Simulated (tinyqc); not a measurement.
## Off-state leakage of single and stacked transistors: leakage components against the threshold

n-channel devices of unit width. Subthreshold current I(Vg, Vs, Vd) = I0 (T/300 K)^0.5 exp[(Vg - Vs - VT(T) - gb (Vs - Vb) + dd (Vd - Vs))/(nf Vt)] (1 - exp(-(Vd - Vs)/Vt)), VT(T) = VT - cT (T - 300 K). Gate-edge tunnelling Ig (Vd/1 V) exp(ag (Vd - 1 V)), for a gate at 0 V, and band-to-band leakage Ab u exp(-Bb/u), u = Vd - Vb + 1 V, flow at a drain held at V; both are taken as independent of T. In a stack of off transistors (all gates at 0 V) the same subthreshold current passes through each.

One transistor with Vg = Vs = 0, Vd = V; stack factor I(one)/I(two in series).

Inputs (values chosen for the exercise); values of the order met in bulk silicon logic transistors:
- T = 300 K (temperature)
- V = 1.1 V (supply voltage)
- cT = 0.6 mV/K (fall of the threshold with temperature)
- I0 = 0.25 uA/um (current at threshold at 300 K)
- nf = 1.48 (slope factor)
- dd = 0.05 (drain-induced lowering per volt)
- gb = 0.16 (rise of the threshold per volt of source-body bias)
- Ig = 0.0001 uA/um (gate-edge tunnelling current at 1 V)
- ag = 5.6 1/V (exponential slope of the gate current)
- Ab = 1 uA/(um V) (prefactor of band-to-band leakage at the drain)
- Bb = 22 V (its exponential voltage)
- Vb = 0 V (body voltage)

Constants: q = 1.602176634e-19 C, kB = 1.380649e-23 J/K, Vt = kB T/q. Results are converted to the units shown.

The same in every row: gate edge (nA/um) = 0.19257; band-to-band (nA/um) = 0.059220; stack factor = 4.6601.

Results:
```
VT (V),subthreshold (nA/um),total (nA/um),largest part
0.15,20.874,21.126,subthreshold
0.2,5.6502,5.9020,subthreshold
0.25,1.5294,1.7812,subthreshold
0.3,0.41398,0.66578,subthreshold
0.35,0.11206,0.36385,gate edge
0.4,0.030332,0.28213,gate edge
0.45,0.0082102,0.26000,gate edge
0.5,0.0022223,0.25402,gate edge
0.6,1.6283e-4,0.25196,gate edge
```

Estimate the missing row, VT = 0.55 V.

Computed row:
```
VT (V),subthreshold (nA/um),total (nA/um),largest part
0.55,6.0155e-4,0.25240,gate edge
```

With this row back in the table: As VT goes from 0.15 to 0.6, the total leakage falls from 21.1 to 0.252 nA/um. The subthreshold part leads at VT = 0.15, the gate edge part from 0.35 on. The reduction by a stack of two stays at 4.66, for the subthreshold part alone. For VT = 0.15 the gate is within about 3 nf Vt of threshold, where the exponential law overstates the current.

tinyqc, about 0.03 s, one thread, Intel Xeon 2.30GHz (shared host): `OMP_NUM_THREADS=1 python tinyqc.py 2242086 2242087 out.jsonl`
